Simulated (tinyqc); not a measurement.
Valley splitting in a one-orbital chain of atomic planes (second-neighbour model): sweeps and comparisons. A value that a table varies takes the place of the one given here.

Each (001) plane carries one orbital with energy e0, hopping v to the next plane and u to the second: E(phi) = e0 + 2 v cos(phi) + 2 u cos(2 phi), where phi = pi - k a/4 (the sign of every second orbital is chosen so that v > 0, which shifts the phase by pi). The minimum lies at cos(phi0) = -v/(4u), phi0 = pi - (pi/2) k0 for a valley at k0 (2 pi/a), and e0 puts it at zero. A slab of N planes has hard walls: the matrix simply ends.

A well of Nw planes between barriers of 40 planes each (as of a SiGe alloy, taken as an offset alone). With x = j - 39.5 for plane j = 0, 1, ..., the potential is V0 (f(x) + f(Nw - x)) + F (j - 40) a/4, f(y) = 1/(1 + exp(y/L)), a step for L = 0; L is in planes, 4 L is about the distance over which f goes from 0.88 to 0.12, and 1 MV/m = 1e-4 V/angstrom.

Constants: hbar^2/2m0 = 3.80998211 eV angstrom^2.

Inputs chosen for the exercise (near those of the Delta valleys of silicon; abrupt walls in this chain split the valleys several times more than measured wells; the results hold for these values, not for the real material): a = 5.424 angstrom (lattice constant; planes lie a/4 apart); ml = 0.937 m0 (longitudinal mass); N0 = 43 (first number of planes); Nf = 80 (planes in the thick slab); V0 = 0.25 eV (barrier height); F = 15 MV/m (field); Nw = 45 (planes in the well); k0 = 0.836 2 pi/a (position of the valley).

## Splitting against the number of planes

u = 0.591221 eV
v = 0.602503 eV
e0 = 1.335942 eV
phi0 = 1.828407 rad

Ten slabs from N0 on, of thickness (N - 1) a/4 between the outer planes. Effective mass: E1 = (c/ml)(pi/W)^2 with W = (N + 2) a/4: the amplitude vanishes on two missing planes at each end, and the envelope has its nodes N + 2 spacings apart. Large-N estimate of the splitting: 16 pi^2 u |sin(phi0) sin((N + 2) phi0)|/(N + 2)^3.

Doublet (meV):
```
N   thickness (angstrom)  mean level  effective mass  splitting  estimate
43                 56.95       10.76           10.78      0.578     0.557
44                 58.31       10.30           10.31      0.587     0.609
45                 59.66        9.87            9.88      0.788     0.780
46                 61.02        9.46            9.47      0.141     0.163
47                 62.38        9.09            9.09      0.763     0.766
48                 63.73        8.72            8.73      0.240     0.223
49                 65.09        8.39            8.39      0.561     0.572
50                 66.44        8.07            8.07      0.483     0.474
51                 67.80        7.76            7.77      0.268     0.282
52                 69.16        7.48            7.48      0.561     0.559
```

What does this show?

The mean level falls smoothly, from 10.8 to 7.5 meV, within 0.2 % of the effective-mass value. The splitting swings between 0.141 (N = 46) and 0.788 meV (N = 45): one plane more or less changes the phase between the two walls by phi0 = 1.828 rad. The estimate misses the computed values by at most 0.022 meV.

## Splitting against the electric field

A thick slab in a field F: plane j = 0, 1, ... gains the energy F j a/4 (1 MV/m = 1e-4 V/angstrom), which presses the electron against the first wall. The exponent is the slope of ln(splitting) against ln F between 20 and 50 MV/m.

Doublet:
```
F (MV/m)  mean level (meV)  splitting (meV)  splitting/F (meV per MV/m)
1                     8.20           0.1786                      0.1786
2                    12.43           0.2928                      0.1464
5                    22.47           0.7020                      0.1404
10                   35.23           1.4034                      0.1403
20                   55.04           2.8081                      0.1404
30                   71.30           4.2140                      0.1405
50                   98.51           7.0284                      0.1406
```

exponent = 1.00

What can be read from the table?

The splitting goes from 0.1786 to 7.0284 meV. At high field it grows as F^1.00: at a single hard wall it follows the squared slope of the envelope, which is proportional to F, while the level itself grows about as F^(2/3) (here F^0.64). A hard wall is the sharpest interface possible; real Si interfaces split several times less. At the lowest fields the second wall still interferes, so the last column is not yet constant.

## Sharp and graded interfaces

The lowest doublet for several interface widths L.

Doublet:
```
L (planes)  4 L (angstrom)  mean level (meV)  splitting (micro-eV)
0.00                  0.00             41.25               2111.49
0.25                  1.36             41.53               1093.42
0.50                  2.71             41.94                207.42
0.75                  4.07             42.46                 39.33
1.00                  5.42             43.11                  7.39
1.50                  8.14             44.73                  0.22
2.00                 10.85             46.67                  0.01
```

What can be read from the table?

The mean level moves by +5.4 meV over the table, while the splitting falls from 2111.5 micro-eV at a step to 7.39 at L = 1 plane, a factor 286. Coupling the valleys needs the Fourier component of the potential at twice the valley wave vector, a period of a few planes, and grading removes it. Random alloy disorder, left out here, sets the splitting once this part is gone.

## What each parameter does

Step interfaces (L = 0). u, v, e0 follow from 8 u sin^2(phi0) = (2c/ml)/(a/4)^2, v = -4u cos(phi0), e0 = 2u + v^2/(4u), c = hbar^2/2m0. Each row changes one parameter from the base and keeps the others.

Results:
```
case               mean level (meV)  splitting (micro-eV)
base                          41.25                2111.5
k0 = 0.846 2 pi/a             41.26                2096.6
ml = 1.031 m0                 39.99                2109.5
V0 = 0.375 eV                 42.39                2114.4
F = 30 MV/m                   62.01                4212.4
Nw = 46                       41.25                2108.0
```

How do the results move?

The largest shifts from the base row, up to three for each result and ties (the steps differ in size, so this ranks the rows, not the parameters). mean level (meV): F +20.75, ml -1.26, V0 +1.14; unchanged at the printed digits by Nw. splitting (micro-eV): F +2100.9, k0 -14.9, Nw -3.5.

Computed by tinyqc, a small Python program: `OMP_NUM_THREADS=1 python tinyqc.py 1482574 1482575 out.jsonl` (the numbers bound the seed that draws the inputs); one thread of a shared host (Intel(R) Xeon(R) Processor @ 2.30GHz), about 0.01 s for the whole set of steps.
